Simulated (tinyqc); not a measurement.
# Q-state Potts model on a small periodic square lattice: enumeration, Metropolis, heat-bath and Wolff steps, step by step

A worked calculation. Computed by tinyqc, a small Python program that keeps every step. Command: `OMP_NUM_THREADS=1 python tinyqc.py 3110926 3110927 out.jsonl potts walk`. One thread of a shared host (Intel(R) Xeon(R) Processor @ 2.30GHz), about 0.05 s of CPU time with the checks. Intermediate numbers are printed to about 6 digits and carried at full precision; extremes and crossings named in words are read from the listed rows.

E = -J x (number of nearest-neighbour bonds with equal states); n x n sites with periodic edges have 2 n^2 bonds. Order parameter m = (q f - 1)/(q - 1), f being the largest share of one state. Sites are numbered row by row from 0. Here q = 2 and n = 4.

Inputs (values chosen for the exercise, for a model of domains or grain orientations): number of states q = 2; edge n = 4; coupling J = 47 meV; temperature T = 907 K; seed = 905507.

Update: Wolff cluster.

Constants: k_B = 8.617333262e-05 eV/K.

## Scales

K = J/(k_B T); the infinite square lattice orders at K_c = ln(1 + sqrt(q)); Wolff bond probability p = 1 - exp(-K).

K = 0.601337

K_c = 0.881374

T_c of the infinite lattice = 618.821 K

p = 0.451921

## Density of states

All q^(n^2) states are counted by their number b of equal bonds; weights g(b) exp(K b), K = J/(k_B T). Per site: u = -J <b>/n^2, c/k_B = K^2 (<b^2> - <b>^2)/n^2.

States by number of equal bonds:
```
b    g(b)  probability
0       2  3.68049e-10
4      32  6.52610e-08
6      64  4.34509e-07
8     424  9.58294e-06
10   1728  1.30014e-04
12   6688  1.67517e-03
14  13568  1.13134e-02
16  20524  5.69708e-02
18  13568  1.25378e-01
20   6688  2.05738e-01
22   1728  1.76961e-01
24    424  1.44549e-01
26     64  7.26344e-02
28     32  1.20900e-01
32      2  8.37405e-02
```

The most probable level has b = 20 of 32 bonds.

## Exact averages

ln Z = ln sum g(b) exp(K b); entropy per site s/k_B = (ln Z - K <b>)/n^2.

<b> = 22.7787

energy u = -66.9123 meV/site

heat capacity c = 0.444159 k_B/site

entropy s = 0.544894 k_B/site

## Order parameter

The same sums with m: <m> and the Binder ratio U = 1 - <m^4>/(3 <m^2>^2).

<m> = 0.521899

Binder ratio U = 0.413474

## One Wolff cluster

start states:
```
[[0, 0, 0, 0],
 [0, 0, 1, 0],
 [0, 0, 0, 1],
 [1, 1, 0, 1]]
```

random numbers, used in turn: [0.1898, 0.1778, 0.4477, 0.2614, 0.5267, 0.6025, 0.0478, 0.5286, 0.7371, 0.4323, 0.7370, 0.6153, 0.0219, 0.3650, 0.0004, 0.0275, 0.5010, 0.8912, 0.3935, 0.7588, 0.1949, 0.0578, 0.9711, 0.1223, 0.9872, 0.8049, 0.1142, 0.3790, 0.4581, 0.8491, 0.6478, 0.0312, 0.7768, 0.2965, 0.5361, 0.1726, 0.8701, 0.0495, 0.4176, 0.0366, 0.6243, 0.4354, 0.6149, 0.4780, 0.0139, 0.2506, 0.3625, 0.3441, 0.0779, 0.8221, 0.1272, 0.7107, 0.7250, 0.6324, 0.4859, 0.4621, 0.2916, 0.7140, 0.9394, 0.1820, 0.4571, 0.4605, 0.2656, 0.0509, 0.5514, 0.6550]

Seed site = floor(r n^2); new state = (old + 1 + floor(r (q - 1))) mod q. Sites are taken first in, first out; each neighbour (right, left, below, above) with the seed state and not yet in the cluster joins if the next r < p. The cluster then takes the new state.

Bonds tested:
```
from  to            r  result
3      0  4.47700e-01   joins
3      2  2.61400e-01   joins
3      7  5.26700e-01      no
0      1  6.02500e-01      no
0      4  4.78000e-02   joins
2      1  5.28600e-01      no
2     14  7.37100e-01      no
4      5  4.32300e-01   joins
4      7  7.37000e-01      no
4      8  6.15300e-01      no
5      9  2.19000e-02   joins
5      1  3.65000e-01   joins
9     10  4.00000e-04   joins
9      8  2.75000e-02   joins
10    14  5.01000e-01      no
```

seed site = 3

cluster size = 9

states afterwards:
```
[[1, 1, 1, 1],
 [1, 1, 1, 0],
 [1, 1, 1, 1],
 [1, 1, 0, 1]]
```

## A longer run and its error bar

After 400 updates are discarded, b is recorded for 4000 cluster flips of the update named (random numbers not printed, so these rows are one sample). Records are averaged in blocks; the error is the scatter of block means over sqrt(number of blocks), and the last column its square over that for single records.

Blocking:
```
block length  mean b     error  variance ratio
1             22.905  0.070139         1.00000
4             22.905  0.094630         1.82030
16            22.905  0.110284         2.47233
40            22.905  0.115810         2.72628
100           22.905  0.122474         3.04908
```

The run gives 22.905 +/- 0.116 (blocks of 40) against the exact 22.779, a difference of 1.1 error bars. Single records understate the error by a factor of about 1.7, because successive records are correlated.

## Across the transition

m and U = 1 - <m^4>/(3 <m^2>^2) from the same sums; K = K_c T_c/T.

Exact values for this lattice:
```
T/T_c  share of equal bonds  c (k_B/site)       <m>         U
0.50               0.998096      0.049733  0.998025  0.666346
0.70               0.982613      0.257717  0.979991  0.662522
0.85               0.949069      0.542833  0.934116  0.649669
0.95               0.912851      0.724170  0.878627  0.630708
1.00               0.891406      0.783267  0.843860  0.617199
1.10               0.845571      0.812995  0.766091  0.582212
1.25               0.780698      0.689498  0.650048  0.515272
1.50               0.703505      0.412026  0.506238  0.398517
2.00               0.629987      0.159952  0.370450  0.243740
3.00               0.578355      0.052672  0.286015  0.134840
```

c is largest, 0.81 k_B, at T/T_c = 1.1: on so small a lattice the transition is a broad bump. At T_c the infinite lattice has a share (1 + 1/sqrt(q))/2 = 0.854 of equal bonds, against 0.891 here. <m> stays at 0.29 at 3 T_c, since the largest share among 16 sites always exceeds 1/q on average.

Checks made by the program: number of states (relative difference below 1e-10).
